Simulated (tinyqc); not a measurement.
Yield per ion against the flux ratio: ion-assisted plasma etching: sheath, surface coverage, synergy and aspect-ratio dependence. Computed by tinyqc, a small Python program. Command: `OMP_NUM_THREADS=1 python tinyqc.py 3012988 3012989 out.jsonl etch walk`. One thread of a shared host (Intel(R) Xeon(R) Processor @ 2.30GHz), about 0.08 s of CPU time with the checks.

Radicals adsorb on bare sites; ions remove covered sites with a high yield and bare sites by sputtering; a slow spontaneous reaction acts everywhere, walls included.

Inputs (values chosen for the exercise, close to those used for silicon dioxide in a fluorocarbon plasma):
```
quantity                                value       unit
plasma density n_e                    8.9e+10     1/cm^3
electron temperature T_e                  3.7         eV
ion mass M_i                               40          u
sheath voltage V                           42          V
radical density n                       5e+13     1/cm^3
radical mass M_n                           50          u
gas temperature T_g                       350          K
sticking coefficient s                   0.68          -
radicals per removed unit x                 3          -
yield slope b                            0.17  eV^(-1/2)
threshold E_th                             20         eV
sputter slope b_p                       0.017  eV^(-1/2)
sputter threshold E_p                      39         eV
spontaneous reaction probability k_c  5.4e-06          -
solid density N                       2.2e+22     1/cm^3
ion temperature T_i                      0.29         eV
```

Feature: round hole.

Constants: e = 1.602176634e-19 C; u = 1.6605390666e-27 kg; k_B = 1.380649e-23 J/K; eps_0 = 8.8541878128e-12 F/m.

Method:
- Bohm speed u_B = sqrt(e T_e/M_i); ion flux G_i = 0.61 n_e u_B; radical flux G_n = n c/4 with c = sqrt(8 k_B T_g/(pi M_n)).
- Debye length lambda_D = sqrt(eps_0 T_e/(e n_s)) with n_s = 0.61 n_e, T_e in volts; Child-law sheath d = (sqrt2/3) lambda_D (2 V/T_e)^(3/4); ion energy E = V + T_e/2; angular spread = arctan(sqrt(T_i/E)).
- Yields: Y = b (sqrt(E) - sqrt(E_th)) on covered sites, Y_p = b_p (sqrt(E) - sqrt(E_p)) on bare ones (zero below threshold).
- Steady coverage: s G_n (1 - theta) = x Y G_i theta; removal flux = Y G_i theta + Y_p G_i (1 - theta) + k_c G_n; rate = flux/N, 1 cm/s = 6e8 nm/min.
- The ion flux is fixed and the radical flux set by the ratio; the removal per ion is the removal flux over G_i.

yield Y = 0.365466

sputter yield Y_p = 0.00640790

ion flux G_i = 1.62189e+16 1/(cm^2 s)

Open field:
```
G_n/G_i    theta  rate (nm/min)  removal per ion
0.3      0.15688          27.75          0.06274
1        0.38280          63.63          0.14386
3        0.65043         106.14          0.23997
10       0.86115         139.63          0.31567
30       0.94900         153.63          0.34731
100      0.98413         159.38          0.36031
300      0.99465         161.53          0.36517
1000     0.99839         163.79          0.37029
3000     0.99946         168.74          0.38147
```

What does the comparison show, and why?

Coverage reaches one half at G_n/G_i = x Y/s = 1.61. Below that the ion-assisted part follows the radical flux, on top of the sputter floor Y_p = 0.00641; above it the ion-assisted part saturates at Y = 0.365 per ion.
